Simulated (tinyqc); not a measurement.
Collinear exchange A + BC -> AB + C on a London-Eyring-Polanyi-Sato surface: saddle, string of images and rate: one step, computed by the program tinyqc.

x = r(AB), y = r(BC), r(AC) = x + y. V is counted from separated atoms, the barrier from A + BC, that is V + D(BC).

Task: Frequencies at the saddle. Wilson matrix G = [[1/m_A + 1/m_B, -1/m_B], [-1/m_B, 1/m_B + 1/m_C]]; eigenvalues lambda of G H give nu = 15.6333042 THz x sqrt(|lambda|), the negative one being imaginary. Reactant: nu_BC from k = 2 D beta^2 and 1/m_B + 1/m_C. Skew angle: cos = sqrt(m_A m_C/((m_A + m_B)(m_B + m_C))).

Inputs (values chosen for the exercise, bond data loosely for abstraction of hydrogen from a Si-H bond by a hydrogen atom; the barrier is not fitted):

| quantity | value | unit |
|---|---|---|
| D(BC) | 4 | eV |
| beta(BC) | 1.52 | 1/angstrom |
| mass of A | 1.008 | u |
| mass of B | 1.008 | u |
| mass of C | 28.09 | u |

Hessian (eV/angstrom^2):
```
           x         y
x  -1.980960  7.480116
y   7.480116  5.848088
```

Constants: nu for 1 eV/(angstrom^2 u) = 15.6333042 THz.

Give: imaginary frequency; real frequency at the saddle; nu_BC; skew angle.

Result:

imaginary frequency = 64.386 THz

real frequency at the saddle = 32.039 THz

nu_BC = 68.134 THz

skew angle = 45.993 degrees
